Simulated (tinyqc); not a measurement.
# Tersoff bond-order potential, step by step

A worked calculation. Computed by tinyqc, a small Python program that keeps every step. Command: `OMP_NUM_THREADS=1 python tinyqc.py 3014940 3014941 out.jsonl tersoff walk`. One thread of a shared host (Intel(R) Xeon(R) Processor @ 2.30GHz), about 0.01 s of CPU time with the checks. Intermediate numbers are printed to about 5 digits and carried at full precision; extremes and crossings named in words are read from the listed rows.

E = (1/2) sum_(i, j != i) [A exp(-lambda r_ij) - b_ij B exp(-mu r_ij)], b_ij = (1 + (beta zeta_ij)^n)^(-1/(2n)), zeta_ij = sum_(k != i, j) g(theta_ijk), g = 1 + c^2/d^2 - c^2/(d^2 + (h - cos theta)^2), with theta at atom i. Only nearest neighbours count (cut-off function 1 for them, 0 beyond).

Inputs (values chosen for the exercise, modelled on silicon):
```
quantity                  value        unit
A                          1807          eV
B                         464.2          eV
lambda                   2.4799  1/angstrom
mu                       1.7322  1/angstrom
beta                   1.09e-06           -
n                        0.7888           -
c                         97660           -
d                         16.13           -
h                       -0.5864           -
bond length r_12           2.26    angstrom
bond length r_13           2.41    angstrom
angle theta at atom 1       137     degrees
```

Constants: 1 eV/angstrom^3 = 160.2176634 GPa.

## An open trimer

Atom 1 binds atoms 2 and 3, which do not interact. b_12 = b_13 follow from zeta = g(theta); b_21 = b_31 = 1. E = sum over the two bonds of A exp(-lambda r) - (b + 1)/2 B exp(-mu r).

g(theta) = 2961.2

bond order b_12 = 0.99319

repulsive terms (eV): 6.6515  4.5853

attractive terms B exp(-mu r) (eV): 9.2585  7.1400

energy of the trimer = -5.1058 eV

g is least (g = 1) at cos theta = h, 125.9 degrees, wider than the tetrahedral 109.47.

## The diamond lattice

zeta = 3 g(cos theta = -1/3). With z equal bonds of order b, r = ln(lambda A/(mu b B))/(lambda - mu) and E per atom = -(z/2) b B exp(-mu r)(1 - mu/lambda). a0 = 4 r/sqrt3; B0 = phi''(r)/(3 a0) with phi'' = mu (lambda - mu) b B exp(-mu r), since b does not change under uniform scaling.

zeta = 27066

bond order b = 0.96254

bond length = 2.3487 angstrom

energy per atom of the diamond lattice = -4.6085 eV

lattice constant a0 = 5.4241 angstrom

bulk modulus B0 = 97.460 GPa

## Elastic constants of the diamond lattice

Second derivatives of the energy per atom, volume V = a0^3/8: e_xx gives C11; e_xx = -e_yy gives 2 (C11 - C12); e_xy = e_yx = s/2 with a sublattice shift u_z gives C44 = (E_ss - E_su^2/E_uu)/V and Kleinman's parameter |E_su/E_uu|/(a0/4).

C11 = 141.67 GPa

C12 = 75.353 GPa

C44 = 67.374 GPa

Kleinman's parameter = 0.67667

## Unrelaxed vacancy

Each of the four neighbours loses one bond; its three other bonds now have zeta = 2 g, for the direction that starts at it. E_v = -E + 12 x (1/2)(b(3g) - b(2g)) B exp(-mu r), where -E is the pair-like cost.

b(2g) = 0.97243

unrelaxed vacancy energy E_v = 4.1372 eV

Stronger back bonds return 0.471 eV, so E_v is 90 % of the cohesive energy.

## Energy against coordination

Angles seen from one bond (cos theta: count): chain -1: 1; graphitic -1/2: 2; diamond -1/3: 3; square net 0: 2, -1: 1; simple cubic 0: 4, -1: 1; bcc 1/3: 3, -1/3: 3, -1: 1; fcc 1/2: 4, 0: 2, -1/2: 4, -1: 1.

Relaxed structures:
```
structure      z        zeta       b  r (angstrom)  E per atom (eV)  E per bond (eV)
dimer          1           0  1.0000        2.2976          -1.3077          -2.6154
chain          2  2.4087e+04  0.9657        2.3443          -2.3293          -2.3293
graphitic      3  2.1055e+03  0.9948        2.3046          -3.8556          -2.5704
diamond        4  2.7066e+04  0.9625        2.3487          -4.6085          -2.3042
square net     4  1.2086e+05  0.8899        2.4537          -3.5520          -1.7760
simple cubic   6  2.1763e+05  0.8380        2.5339          -4.3667          -1.4556
bcc            8  4.0755e+05  0.7646        2.6566          -4.2947          -1.0737
fcc           12  7.8724e+05  0.6688        2.8356          -4.1329          -0.6888
```

The lowest are diamond, simple cubic and bcc, the first two 0.242 eV apart. The bond order falls from 1 to 0.669 and the bond weakens from -2.62 to -0.69 eV, as b^(lambda/(lambda - mu)) with exponent 3.32. With the same z = 4 the square net lies 1.06 eV above diamond, from its angles alone. Caution: in bcc and other dense structures second neighbours can fall inside the usual cut-off; they are left out here.

Checks made by the program: (C11 + 2 C12)/3 against B0 (relative difference 2e-08).
